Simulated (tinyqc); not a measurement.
Comparisons within one model: round or elliptic silicon nanowire with anisotropic valleys (Ritz method). A value that a table varies takes the place of the one given here.

Wire along x = [110] on a (001) wafer, y = [-110], z = [001]. Valley groups (w = inverse masses): A, two valleys along z: w_y = 1/mt, w_z = 1/ml, m_x = mt; B, four valleys in the wafer plane: w_y = (1/ml + 1/mt)/2, w_z = 1/mt, m_x = (ml + mt)/2.

Hard wall on the ellipse (y/a)^2 + (z/b)^2 = 1, c = hbar^2/2m0. With u = y/a, v = z/b the operator is -c [(w_y/a^2) d2/du2 + (w_z/b^2) d2/dv2] on the unit disc. Basis (1 - u^2 - v^2) u^i v^j; S, X and Y are the disc integrals of f f', (df/du)(df'/du) and (df/dv)(df'/dv), from the integral of u^p v^q = 2 Gamma((p+1)/2) Gamma((q+1)/2)/((p + q + 2) Gamma((p+q+2)/2)) for even p, q; H = c (w_y X/a^2 + w_z Y/b^2).

Converged values use 21 functions of each parity class (e or o in u, then in v).

Constants: hbar^2/2m0 = 3.80998211 eV angstrom^2.

Inputs chosen for the exercise (near those of a Si nanowire; shifted at random, so the results belong to these values and not to a real crystal): ml = 0.93 m0 (longitudinal mass); mt = 0.187 m0 (transverse mass); a = 43 angstrom (semi-axis along y); b = 43 angstrom (semi-axis along z); asp = (0.4, 0.6, 0.8, 1, 1.3, 1.8, 2.5) (ratios a/b); area = 58.1 nm^2 (cross-section, kept fixed); hw = 1 (height over mean width).

## Size of the basis

Lowest level of each group with 1, 3, 6 and 21 even functions.

Levels (meV):
```
functions      A      B
1          39.70  52.91
3          37.63  50.92
6          37.59  50.91
21         37.59  50.91
```

How do the results move?

One function errs by 5.6 % for A and 3.9 % for B, six by 0.00024 and 1.5e-05 meV. The error grows with the axis ratio of the stretched ellipse (2.23, 1.29); for a circle it is 6/5.783 - 1 = 3.7 %.

## Flattening the wire at fixed area

a = sqrt(area x ratio/pi), b = a/ratio, 1 nm^2 = 100 angstrom^2; lowest level of each group.

Levels (eV):
```
a/b  a (angstrom)  b (angstrom)       A       B
0.4          27.2          68.0  0.0765  0.0598
0.6          33.3          55.5  0.0544  0.0509
0.8          38.5          48.1  0.0437  0.0494
1.0          43.0          43.0  0.0376  0.0509
1.3          49.0          37.7  0.0326  0.0557
1.8          57.7          32.1  0.0292  0.0666
2.5          68.0          27.2  0.0287  0.0841
```

What does this show?

Each group is lowest where its stretched ellipse is a circle, at a/b = sqrt(w_y/w_z): 2.23 for A and 0.77 for B. The lowest group is B in the first row and A in the last, crossing between a/b = 0.6 and 0.8; B - A is -17 meV in the first row and +55 meV in the last.

## Shape of the cross-section

Equal area, hard walls, lowest level of -c (w_y d2/dy2 + w_z d2/dz2), c = hbar^2/2m0. Rectangle W x H with H/W = hw; ellipse with b/a = hw; trapezoid of height H, base W/0.8 and top 0.6 of the base; isosceles triangle of height H and base 2W. Ellipse, trapezoid and triangle by converged Ritz bases; 1 nm^2 = 100 angstrom^2.

Levels:
```
shape      A (eV)  B (eV)  B - A (meV)
rectangle  0.0416  0.0554         13.8
ellipse    0.0376  0.0509         13.3
trapezoid  0.0408  0.0565         15.7
triangle   0.0364  0.0733         36.9
```

W = 76.2 angstrom
H = 76.2 angstrom

How do the results move?

For group A the order is triangle, ellipse, trapezoid, rectangle, spanning 14 %. For group B the order is ellipse, rectangle, trapezoid, triangle, spanning 44 %. The ellipse lies below the rectangle for both groups, since corners hold little of the wave function. The triangle is lowest for A, whose light mass lies across the width and gains from the wide base. The spacing B - A of the valley groups runs from 13 to 37 meV.

## What each parameter does

Lowest level of groups A and B. Each row changes one parameter from the base and keeps the others.

Results:
```
case             A (eV)  B (eV)  B - A (meV)
base             0.0376  0.0509         13.3
a = 46 angstrom  0.0337  0.0484         14.7
b = 46 angstrom  0.0367  0.0469         10.2
ml = 1.042 m0    0.0368  0.0506         13.7
mt = 0.168 m0    0.0410  0.0563         15.3
```

What can be read from the table?

The largest shifts from the base row, up to three for each result and ties (the steps differ in size, so this ranks the rows, not the parameters). A (eV): a -0.0039, mt +0.0034, b -0.0009. B (eV): mt +0.0054, b -0.0040, a -0.0025. B - A (meV): b -3.1, mt +2.0, a +1.4.

tinyqc: `OMP_NUM_THREADS=1 python tinyqc.py 1251859 1251860 out.jsonl`; about 0.04 s, one thread, shared Intel(R) Xeon(R) Processor @ 2.30GHz.
